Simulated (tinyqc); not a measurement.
Lorentz oscillators and the Kramers-Kronig relations, step by step. Values are carried at full precision from step to step, so a last printed digit may differ when a step is redone from the rounded ones.

eps(E) = 1 + sum_j S_j/(E0_j^2 - E^2 - i G_j E).

Constants: hbar c = 1973.269805 eV angstrom; hbar^2/2m0 = 3.80998211 eV angstrom^2; e^2/(4 pi eps0) = 14.39964547 eV angstrom.

Parameters, chosen for this exercise (line positions loosely like those of SiC; Lorentz tails absorb below the gap, where the real solid is clear; the results hold for these values, not for the real material): E0 = (5.91, 7.44, 9.44) eV (resonances); G = (0.96, 0.92, 1.91) eV (widths); S = (45.6, 108.3, 104.6) eV^2 (strengths); E = 1.7 eV (photon energy); h = 0.5 eV (grid step); M = 30 (grid points E_j = j h); i = 3 (grid index at which eps1 is wanted).

## Dielectric function at one energy

Evaluate each oscillator and the sum.

terms: 1.4196+0.0723i  2.0625+0.0615i  1.2114+0.0456i

eps(E) = 5.6935+0.1794i
eps(0) = 5.4358

## Optical constants

n + i k = sqrt(eps1 + i eps2) with k >= 0; R = ((n - 1)^2 + k^2)/((n + 1)^2 + k^2) at normal incidence from vacuum; alpha = 2 E k/(hbar c), times 1e8 for 1/cm; loss function Im(-1/eps) = eps2/(eps1^2 + eps2^2).

Convert eps at the photon energy E into the optical constants.

n = 2.3864
k = 0.0376
R = 0.1677
alpha = 6.48e+03 1/cm
loss function = 0.0055
vacuum wavelength hc/E (hc = 1239.841984 eV nm) = 729.3 nm

The intensity falls to 1/e within 1.54e+03 nm.

## Absorptive part on the grid

Tabulate eps2 at E_j = j h.

eps2(E_j), j = 1 .. M: 0.0473  0.0974  0.1540  0.2217  0.3077  0.4245  0.5956  0.8724  1.3870  2.5662  5.9813  9.5337  6.7487  10.5643  17.2493  8.4192  5.7972  6.3903  6.6058  4.7143  2.8873  1.8196  1.2232  0.8711  0.6494  0.5017  0.3986  0.3238  0.2679  0.2250

## eps1 at one grid point

Kramers-Kronig: eps1(E) = 1 + (2/pi) P integral_0^infinity E1 eps2(E1)/(E1^2 - E^2) dE1. Maclaurin rule on the grid E_j = j h, j = 1 .. M: eps1(E_i) = 1 + (4 h/pi) sum over j with j - i odd of E_j eps2(E_j)/(E_j^2 - E_i^2); nothing is added above E_M.

List the terms E_j eps2_j/(E_j^2 - E_i^2) for j - i odd, add them and form eps1.

terms in order of j (1/eV): -0.0779  0.2534  0.1887  0.2538  0.5640  1.6949  1.5818  1.0907  0.7303  0.4823  0.1686  0.0737  0.0391  0.0234  0.0152

sum = 7.082 1/eV
eps1(E_i) = 5.508

The oscillator formula gives 5.634 at E_i = 1.5 eV. The rule samples every 2h = 1 eV against a narrowest width of 0.92 eV and stops at 15 eV; coarse sampling and the missing tail make the difference.

## The f-sum on the grid

W(E_M) = (2/pi) h sum_j E_j eps2_j, with half weight on the last point; the full integral equals sum S_j = (hbar omega_p)^2, and the electron density follows from (hbar omega_p)^2 = 8 pi c (e^2/(4 pi eps0)) N with c = hbar^2/2m0.

W(E_M) = 239.94 eV^2
sum S = 258.50 eV^2
share reached on this grid (a step near the line widths can inflate it) = 0.928
hbar omega_p = 16.078 eV
N = 1.87e+23 1/cm^3

## Checks

- The value of eps1 at 1.763 eV from a fine, long grid (with the tail of eps2 ~ 1/E^3 added) against the oscillator formula: both 5.71.

Program tinyqc; command `OMP_NUM_THREADS=1 python tinyqc.py 1681721 1681722 out.jsonl`; about 0.2 s on one thread of a shared Intel(R) Xeon(R) Processor @ 2.30GHz.
